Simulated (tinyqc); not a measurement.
# Inputs raised by 5 %, one at a time

Model: anisotropic elasticity and sound waves of a cubic crystal. Computed by tinyqc, a small Python program. Command: `OMP_NUM_THREADS=1 python tinyqc.py 3015508 3015509 out.jsonl cubicelastic sens`. One thread of a shared host (Intel(R) Xeon(R) Processor @ 2.30GHz), about 0.01 s of CPU time with the checks.

Voigt order 1..6 = xx, yy, zz, yz, xz, xy, with engineering shear strains. The rotated frame has x' as named, z' along the wafer normal and y' = z' x x'.

Inputs (values chosen for the exercise, modelled on molybdenum): C11 = 459.1 GPa; C12 = 159 GPa; C44 = 110.8 GPa; expansion coefficient of the film = 4.9 ppm/K; expansion coefficient of the substrate = 0.55 ppm/K; cooling Delta T = 300 K.

Frame: (110) wafer, x' along [1-11].

direction cosines a (rows x', y', z' in the cube axes), rows x', y', z', columns x, y, z:
```
[[0.5773503, -0.5773503, 0.5773503],
 [0.4082483, -0.4082483, -0.8164966],
 [0.7071068, 0.7071068, 0.0000000]]
```

Method:
- S11 = (C11 + C12)/D, S12 = -C12/D, D = (C11 - C12)(C11 + 2 C12), S44 = 1/C44. Zener ratio A = 2 C44/(C11 - C12); S0 = S11 - S12 - S44/2; H = 2 C44 + C12 - C11.
- C'_ijkl = C12 delta_ij delta_kl + C44 (delta_ik delta_jl + delta_il delta_jk) - H sum_m a_im a_jm a_km a_lm.
- Invert C' to S'. E along x' = 1/S'11, along y' = 1/S'22; Poisson ratios nu(x'y') = -S'12/S'11 and nu(x'z') = -S'13/S'11; in-plane shear modulus 1/S'66.
- On cooling, a thick substrate imposes eps_1 = eps_2 = (alpha_film - alpha_substrate) Delta T and eps_6 = 0; the free surface sets sigma_3 = sigma_4 = sigma_5 = 0, which fixes eps_3, eps_4, eps_5. Biaxial modulus M = (sigma_1 + sigma_2)/(2 eps); energy density M eps^2. Elastic response and constant coefficients are assumed.

Runs:
```
input moved                                      from       to  biaxial modulus M (GPa)  in-plane shear modulus (GPa)  Zener ratio A  energy density (MJ/m^3)
base run                                            -        -                   446.48                        134.20        0.73842                  0.76037
C11 (GPa)                                       459.1  482.055                   458.08                        140.14        0.68595                  0.78013
C12 (GPa)                                         159   166.95                   447.63                        132.06        0.75851                  0.76232
C44 (GPa)                                       110.8   116.34                   455.85                        136.83        0.77534                  0.77632
expansion coefficient of the film (ppm/K)         4.9    5.145                   446.48                        134.20        0.73842                  0.84844
expansion coefficient of the substrate (ppm/K)   0.55   0.5775                   446.48                        134.20        0.73842                  0.75079
cooling Delta T (K)                               300      315                   446.48                        134.20        0.73842                  0.83831
```

Exponents ln(y'/y) / ln(x'/x):
```
input                                   biaxial modulus M  in-plane shear modulus  Zener ratio A  energy density
C11                                                 0.526                   0.887         -1.511           0.526
C12                                                 0.052                  -0.330          0.550           0.052
C44                                                 0.425                   0.398          1.000           0.425
expansion coefficient of the film                   0.000                   0.000          0.000           2.246
expansion coefficient of the substrate              0.000                   0.000          0.000          -0.260
cooling Delta T                                     0.000                   0.000          0.000           2.000
```

Among the inputs moved here: biaxial modulus M answers most in size to C11 (exponent +0.526), next to C44 (+0.425); its exponent is below 0.0005 for expansion coefficient of the film, expansion coefficient of the substrate, cooling Delta T. in-plane shear modulus answers most in size to C11 (exponent +0.887), next to C44 (+0.398); its exponent is below 0.0005 for expansion coefficient of the film, expansion coefficient of the substrate, cooling Delta T. Zener ratio A answers most in size to C11 (exponent -1.511), next to C44 (+1.000); its exponent is below 0.0005 for expansion coefficient of the film, expansion coefficient of the substrate, cooling Delta T. energy density answers most in size to expansion coefficient of the film (exponent +2.246), next to cooling Delta T (+2.000). Its exponent +2.000 in cooling Delta T: energy goes as strain squared.

Caution (all rows): the thermal stress of this film exceeds 200 MPa, which can relax by slip, cracking or buckling in a real film.
